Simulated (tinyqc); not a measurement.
Probe couplings from its potential.

Inverse problem. One voltage probe p sits between leads L (mu = 1) and R (mu = 0) without magnetic field: mu_p = T_pL/(T_pL + T_pR), T_eff = T_RL + T_pL T_pR/(T_pL + T_pR). Find T_pL and T_pR.

T_RL = 0.09
mu_p = 0.67164179
T_eff = 0.23776119

Solution. T_eff - T_RL equals T_pL (1 - mu_p) and also T_pR mu_p.

T_pL = 0.4500
T_pR = 0.2200

Computed by the program tinyqc: `OMP_NUM_THREADS=1 python tinyqc.py 2700030 2700031 out.jsonl`, one thread of a shared Intel Xeon 2.30GHz, about 0.01 s for the whole run.
